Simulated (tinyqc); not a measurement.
Inside a calculation. Method: UHF in the sto-6g basis, for H3, spin multiplicity 2. Computed by tinyqc, a small Python program that keeps every step (integrals from PySCF). Settings: charge = 0, multiplicity = 2, basis = sto-6g, energy threshold = 1e-09, iteration cap = 89, orthogonalisation = canonical, start = highest core orbitals, DIIS depth = 8, damping = 0.3, method = UHF. Command: `OMP_NUM_THREADS=1 python tinyqc.py 28062 28063 out.jsonl` (the two numbers bound the seeds that draw the settings). One thread of a shared host (Intel(R) Xeon(R) Processor @ 2.60GHz), about 0.1 s of CPU time with the checks. Later iterations appear only in the table of the cycle.

## One-electron integrals

Geometry (angstrom):
```
atom         x         y          z
H     0.000000  0.000000   0.000000
H     0.000000  0.000000   0.801000
H     0.000000  0.000000  -0.801000
```

Basis sto-6g: exponents (1/bohr^2) and contraction coefficients of normalised primitives:
```
element  l (shell)   exponent  coefficient
H            s (1)  35.523221     0.009164
H            s (1)   6.513144     0.049361
H            s (1)   1.822143     0.168538
H            s (1)   0.625955     0.370563
H            s (1)   0.243077     0.416492
H            s (1)   0.100112     0.130334
```

Overlap, kinetic and nuclear-attraction integrals over the contracted functions; the nuclear repulsion is the sum of Za Zb / Rab.

nuclear repulsion = 1.65161427 hartree

overlap S, lower triangle:
```
          1H 1s     2H 1s     3H 1s
1H 1s  1.000000
2H 1s  0.620071  1.000000
3H 1s  0.620071  0.221409  1.000000
```

kinetic energy T (hartree), lower triangle:
```
          1H 1s     2H 1s     3H 1s
1H 1s  0.768522
2H 1s  0.200340  0.768522
3H 1s  0.200340  0.001063  0.768522
```

nuclear attraction V (hartree), lower triangle:
```
           1H 1s      2H 1s      3H 1s
1H 1s  -2.471797
2H 1s  -1.365285  -2.185141
3H 1s  -1.365285  -0.450758  -2.185141
```

core Hamiltonian H = T + V (hartree), lower triangle:
```
           1H 1s      2H 1s      3H 1s
1H 1s  -1.703275
2H 1s  -1.164945  -1.416618
3H 1s  -1.164945  -0.449695  -1.416618
```

## Two-electron integrals

Functions are numbered as in S; the eight-fold symmetry (ij|kl) = (ji|kl) = (kl|ij) leaves the list below.

Two-electron integrals (ij|kl) in chemists' order, unique and non-zero (hartree):
```
(11|11) 0.774999   (21|11) 0.410252   (21|21) 0.258661   (22|11) 0.547280
(22|21) 0.410252   (22|22) 0.774999   (31|11) 0.410252   (31|21) 0.202988
(31|22) 0.259466   (31|31) 0.258661   (32|11) 0.139059   (32|21) 0.078952
(32|22) 0.115097   (32|31) 0.078952   (32|32) 0.027154   (33|11) 0.547280
(33|21) 0.259466   (33|22) 0.325692   (33|31) 0.410252   (33|32) 0.115097
(33|33) 0.774999
```

## Orthogonalisation

S = U s U^T; canonical form X = U s^(-1/2), so that X^T S X = 1. Each column of U has its largest component positive (the first on a tie).

eigenvalues of S: 0.226831  0.778591  1.994578

X:
```
               1          2         3
1H 1s   1.574918   0.000000  0.468276
2H 1s  -0.981885   0.801365  0.375551
3H 1s  -0.981885  -0.801365  0.375551
```

## Starting guess

The start is the highest orbitals of the core Hamiltonian (a deliberately bad start); D(s) = C_occ C_occ^T for each spin.

D(alpha) at the start, lower triangle:
```
           1H 1s     2H 1s     3H 1s
1H 1s   2.184147
2H 1s  -1.522019  1.702803
3H 1s  -1.522019  0.418431  1.702803
```

D(beta) at the start, lower triangle:
```
           1H 1s     2H 1s     3H 1s
1H 1s   2.184147
2H 1s  -1.522019  1.060617
3H 1s  -1.522019  1.060617  1.060617
```

## Iteration 1: building the Fock matrix

J_ij = sum D_kl (ij|kl) with D = D(alpha) + D(beta), K_ij = sum D_kl (ik|jl) for each spin; F = H + J - K(s); E = tr D H + tr D J / 2 - 0.5 sum_s tr D(s) K(s) + E_nn.

Coulomb J (hartree), lower triangle:
```
          1H 1s     2H 1s     3H 1s
1H 1s  1.826201
2H 1s  1.065813  1.695517
3H 1s  1.065813  0.362562  1.695517
```

exchange K(alpha) (hartree), lower triangle:
```
          1H 1s      2H 1s     3H 1s
1H 1s  0.245831
2H 1s  0.123417   0.538023
3H 1s  0.123417  -0.047187  0.538023
```

exchange K(beta) (hartree), lower triangle:
```
          1H 1s     2H 1s     3H 1s
1H 1s  0.174326
2H 1s  0.026584  0.170719
3H 1s  0.026584  0.031578  0.170719
```

F(alpha) (hartree), lower triangle:
```
           1H 1s      2H 1s      3H 1s
1H 1s  -0.122905
2H 1s  -0.222548  -0.259124
3H 1s  -0.222548  -0.039945  -0.259124
```

F(beta) (hartree), lower triangle:
```
           1H 1s      2H 1s     3H 1s
1H 1s  -0.051400
2H 1s  -0.125715   0.108179
3H 1s  -0.125715  -0.118710  0.108179
```

total energy of this density = 0.84450407 hartree

This density is the starting one.

## Iteration 1: diagonalisation and new density

Diagonalise F' = X^T F X, C = X C', fill 2 alpha and 1 beta electrons from the bottom; D(s) = C_occ C_occ^T; the new density keeps 0.3 of the old one (damping). Each column has its largest component positive (the first on a tie).

F' = X^T F X (alpha) (hartree), lower triangle:
```
          1          2          3
1  0.495067
2  0.000000  -0.281507
3  0.071316   0.000000  -0.267862
```

orbital energies (alpha) (hartree): MO1 -0.281507, MO2 -0.274471, MO3 0.501676

coefficients C (alpha):
```
             MO1       MO2        MO3
1H 1s   0.000000  0.320948   1.611410
2H 1s   0.801365  0.464555  -0.943041
3H 1s  -0.801365  0.464555  -0.943041
```

F' = X^T F X (beta) (hartree), lower triangle:
```
           1         2          3
1   0.629820
2   0.000000  0.291410
3  -0.063246  0.000000  -0.102676
```

orbital energies (beta) (hartree): MO1 -0.108096, MO2 0.291410, MO3 0.635241

coefficients C (beta):
```
            MO1        MO2        MO3
1H 1s  0.601057   0.000000   1.529176
2H 1s  0.290330   0.801365  -1.010369
3H 1s  0.290330  -0.801365  -1.010369
```

D(alpha) after iteration 1, lower triangle:
```
           1H 1s      2H 1s     3H 1s
1H 1s   0.727349
2H 1s  -0.352237   1.111439
3H 1s  -0.352237  -0.172933  1.111439
```

D(beta) after iteration 1, lower triangle:
```
           1H 1s     2H 1s     3H 1s
1H 1s   0.908132
2H 1s  -0.334452  0.377189
3H 1s  -0.334452  0.377189  0.377189
```

## Iteration 2: building the Fock matrix

As before.

Coulomb J (hartree), lower triangle:
```
          1H 1s     2H 1s     3H 1s
1H 1s  1.826831
2H 1s  1.066157  1.660825
3H 1s  1.066157  0.364331  1.660825
```

exchange K(alpha) (hartree), lower triangle:
```
          1H 1s     2H 1s     3H 1s
1H 1s  0.490434
2H 1s  0.379230  0.695239
3H 1s  0.379230  0.104064  0.695239
```

exchange K(beta) (hartree), lower triangle:
```
          1H 1s     2H 1s     3H 1s
1H 1s  0.503219
2H 1s  0.300787  0.297057
3H 1s  0.300787  0.177886  0.297057
```

F(alpha) (hartree), lower triangle:
```
           1H 1s      2H 1s      3H 1s
1H 1s  -0.366878
2H 1s  -0.478018  -0.451033
3H 1s  -0.478018  -0.189427  -0.451033
```

F(beta) (hartree), lower triangle:
```
           1H 1s      2H 1s      3H 1s
1H 1s  -0.379663
2H 1s  -0.399575  -0.052850
3H 1s  -0.399575  -0.263250  -0.052850
```

total energy of this density = -0.63153651 hartree

This density is a damped mixture and is not idempotent.

## Iteration 2: DIIS over 2 matrices

error matrix X^T (FDS - SDF) X (alpha):
```
          1         2          3
1  0.000000  0.000000  -0.127780
2  0.000000  0.000000   0.000000
3  0.127780  0.000000   0.000000
```

B (overlaps of the stored error matrices):
```
               1              2
1  7.8733048e-02  5.3815576e-02
2  5.3815576e-02  3.6879848e-02
```

Minimise |sum c_i e_i|^2 with sum c_i = 1: solve [B -1; -1 0][c; lambda] = [0; -1] with B_ij = tr e_i^T e_j summed over both spins, and take F = sum c_i F_i.

DIIS coefficients: -2.121808  3.121808

extrapolated F(alpha) (hartree), lower triangle:
```
           1H 1s      2H 1s      3H 1s
1H 1s  -0.884542
2H 1s  -1.020076  -0.858225
3H 1s  -1.020076  -0.506599  -0.858225
```

extrapolated F(beta) (hartree), lower triangle:
```
           1H 1s      2H 1s      3H 1s
1H 1s  -1.076174
2H 1s  -0.980652  -0.394522
3H 1s  -0.980652  -0.569934  -0.394522
```

## Iteration 2: diagonalisation and new density

As before.

F' = X^T F X (alpha) (hartree), lower triangle:
```
          1          2          3
1  1.484098
2  0.000000  -0.451618
3  0.085581   0.000000  -1.296518
```

orbital energies (alpha) (hartree): MO1 -1.299149, MO2 -0.451618, MO3 1.486730

coefficients C (alpha):
```
            MO1        MO2        MO3
1H 1s  0.419651   0.000000   1.588566
2H 1s  0.405551   0.801365  -0.969879
3H 1s  0.405551  -0.801365  -0.969879
```

F' = X^T F X (beta) (hartree), lower triangle:
```
           1         2          3
1   1.536908
2   0.000000  0.225294
3  -0.340634  0.000000  -1.197872
```

orbital energies (beta) (hartree): MO1 -1.239662, MO2 0.225294, MO3 1.578698

coefficients C (beta):
```
            MO1        MO2        MO3
1H 1s  0.656567   0.000000   1.506177
2H 1s  0.253193   0.801365  -1.020309
3H 1s  0.253193  -0.801365  -1.020309
```

D(alpha) after iteration 2, lower triangle:
```
          1H 1s      2H 1s     3H 1s
1H 1s  0.341480
2H 1s  0.013462   0.898092
3H 1s  0.013462  -0.386280  0.898092
```

D(beta) after iteration 2, lower triangle:
```
          1H 1s     2H 1s     3H 1s
1H 1s  0.574196
2H 1s  0.016031  0.158032
3H 1s  0.016031  0.158032  0.158032
```

## Iteration 3: building the Fock matrix

As before.

Coulomb J (hartree), lower triangle:
```
          1H 1s     2H 1s     3H 1s
1H 1s  1.850555
2H 1s  1.074153  1.650558
3H 1s  1.074153  0.367364  1.650558
```

exchange K(alpha) (hartree), lower triangle:
```
          1H 1s     2H 1s     3H 1s
1H 1s  0.594519
2H 1s  0.464173  0.732985
3H 1s  0.464173  0.148866  0.732985
```

exchange K(beta) (hartree), lower triangle:
```
          1H 1s     2H 1s     3H 1s
1H 1s  0.617218
2H 1s  0.384759  0.327350
3H 1s  0.384759  0.219544  0.327350
```

F(alpha) (hartree), lower triangle:
```
           1H 1s      2H 1s      3H 1s
1H 1s  -0.447238
2H 1s  -0.554965  -0.499046
3H 1s  -0.554965  -0.231196  -0.499046
```

F(beta) (hartree), lower triangle:
```
           1H 1s      2H 1s      3H 1s
1H 1s  -0.469938
2H 1s  -0.475551  -0.093411
3H 1s  -0.475551  -0.301874  -0.093411
```

total energy of this density = -1.25322385 hartree

This density is a damped mixture and is not idempotent.

## Iteration 3: DIIS over 3 matrices

error matrix X^T (FDS - SDF) X (alpha):
```
          1         2          3
1  0.000000  0.000000  -0.037613
2  0.000000  0.000000   0.000000
3  0.037613  0.000000   0.000000
```

B (overlaps of the stored error matrices), lower triangle:
```
               1              2              3
1  7.8733048e-02
2  5.3815576e-02  3.6879848e-02
3  1.5067441e-02  1.0238032e-02  2.9221530e-03
```

As before.

DIIS coefficients: -0.619428  0.628904  0.990525

extrapolated F(alpha) (hartree), lower triangle:
```
           1H 1s      2H 1s      3H 1s
1H 1s  -0.597601
2H 1s  -0.712481  -0.617464
3H 1s  -0.712481  -0.323394  -0.617464
```

extrapolated F(beta) (hartree), lower triangle:
```
           1H 1s      2H 1s      3H 1s
1H 1s  -0.672418
2H 1s  -0.644468  -0.192772
3H 1s  -0.644468  -0.391040  -0.192772
```

## Iteration 3: diagonalisation and new density

As before.

F' = X^T F X (alpha) (hartree), lower triangle:
```
          1          2          3
1  1.110661
2  0.000000  -0.377696
3  0.065527   0.000000  -0.897629
```

orbital energies (alpha) (hartree): MO1 -0.899765, MO2 -0.377696, MO3 1.112797

coefficients C (alpha):
```
            MO1        MO2        MO3
1H 1s  0.416722   0.000000   1.589337
2H 1s  0.407338   0.801365  -0.969130
3H 1s  0.407338  -0.801365  -0.969130
```

F' = X^T F X (beta) (hartree), lower triangle:
```
           1         2          3
1   1.192841
2   0.000000  0.254650
3  -0.235059  0.000000  -0.765477
```

orbital energies (beta) (hartree): MO1 -0.793296, MO2 0.254650, MO3 1.220660

coefficients C (beta):
```
            MO1        MO2        MO3
1H 1s  0.650130   0.000000   1.508967
2H 1s  0.257548   0.801365  -1.019218
3H 1s  0.257548  -0.801365  -1.019218
```

D(alpha) after iteration 3, lower triangle:
```
          1H 1s      2H 1s     3H 1s
1H 1s  0.224004
2H 1s  0.122861   0.835105
3H 1s  0.122861  -0.449267  0.835105
```

D(beta) after iteration 3, lower triangle:
```
          1H 1s     2H 1s     3H 1s
1H 1s  0.468127
2H 1s  0.122017  0.093841
3H 1s  0.122017  0.093841  0.093841
```

## Iteration 21 (converged): orbitals

converged F(alpha) (hartree), lower triangle:
```
           1H 1s      2H 1s      3H 1s
1H 1s  -0.484424
2H 1s  -0.588981  -0.520132
3H 1s  -0.588981  -0.249572  -0.520132
```

converged F(beta) (hartree), lower triangle:
```
           1H 1s      2H 1s      3H 1s
1H 1s  -0.506964
2H 1s  -0.508915  -0.113802
3H 1s  -0.508915  -0.319754  -0.113802
```

Diagonalise F' = X^T F X, C = X C', fill 2 alpha and 1 beta electrons from the bottom; D(s) = C_occ C_occ^T. Each column has its largest component positive (the first on a tie).

F' = X^T F X (alpha) (hartree), lower triangle:
```
          1          2          3
1  0.957485
2  0.000000  -0.347500
3  0.055292   0.000000  -0.737657
```

orbital energies (alpha) (hartree): MO1 -0.739459, MO2 -0.347500, MO3 0.959287

coefficients C (alpha):
```
            MO1        MO2        MO3
1H 1s  0.416739   0.000000   1.589332
2H 1s  0.407328   0.801365  -0.969134
3H 1s  0.407328  -0.801365  -0.969134
```

F' = X^T F X (beta) (hartree), lower triangle:
```
           1         2          3
1   1.054484
2   0.000000  0.264519
3  -0.188155  0.000000  -0.591459
```

orbital energies (beta) (hartree): MO1 -0.612693, MO2 0.264519, MO3 1.075719

coefficients C (beta):
```
            MO1        MO2        MO3
1H 1s  0.641943   0.000000   1.512467
2H 1s  0.263067   0.801365  -1.017808
3H 1s  0.263067  -0.801365  -1.017808
```

D(alpha) after iteration 21, lower triangle:
```
          1H 1s      2H 1s     3H 1s
1H 1s  0.173671
2H 1s  0.169749   0.808102
3H 1s  0.169749  -0.476270  0.808102
```

D(beta) after iteration 21, lower triangle:
```
          1H 1s     2H 1s     3H 1s
1H 1s  0.412091
2H 1s  0.168874  0.069204
3H 1s  0.168874  0.069204  0.069204
```

## Convergence

Stop when the energy changes by less than 1e-09 hartree and every element of the error matrix X^T (F D S - S D F) X (for each spin) is below 9e-06.

Course of the cycle:
```
iteration  E (hartree)     change  largest element of the error matrix
1           0.84450407          -                             1.90e-01
2          -0.63153651  -1.48e+00                             1.28e-01
3          -1.25322385  -6.22e-01                             3.76e-02
4          -1.45635721  -2.03e-01                             1.05e-02
5          -1.51878498  -6.24e-02                             4.65e-03
6          -1.53764980  -1.89e-02                             4.99e-03
7          -1.54332343  -5.67e-03                             4.82e-03
8          -1.54502828  -1.70e-03                             4.55e-03
9          -1.54554118  -5.13e-04                             4.29e-03
10         -1.54570387  -1.63e-04                             1.22e-03
11         -1.54575397  -5.01e-05                             4.03e-04
12         -1.54576915  -1.52e-05                             1.46e-04
13         -1.54577372  -4.57e-06                             6.10e-05
14         -1.54577509  -1.37e-06                             3.04e-05
15         -1.54577551  -4.12e-07                             1.17e-05
16         -1.54577563  -1.24e-07                             3.61e-06
17         -1.54577567  -3.72e-08                             1.10e-06
18         -1.54577568  -1.12e-08                             3.29e-07
19         -1.54577568  -3.35e-09                             9.88e-08
20         -1.54577568  -1.00e-09                             2.96e-08
21         -1.54577568  -3.01e-10                             8.89e-09
```

PySCF UHF in the same basis, after a stability check = -1.54577568 hartree

Converged in 21 iterations.

## Populations, bond orders and dipole

Mulliken: Z minus the diagonal of D S on the atom; Loewdin: the same with S^(1/2) D S^(1/2); Mayer order: 2 sum_s sum (D(s) S)_ij (D(s) S)_ji over the two atoms.

Charges (e):
```
atom   Mulliken    Loewdin  Mulliken spin
1H    -0.005703   0.045272      -0.237334
2H     0.002851  -0.022636       0.618667
3H     0.002851  -0.022636       0.618667
```

Mayer bond orders:
```
pair     order
2-1   0.471820
3-1   0.471820
3-2   0.145423
```

dipole moment about the origin, x y z (debye): 0.000000  0.000000  0.000000

<S^2> of the determinant (pure state: 0.75) = 0.770865
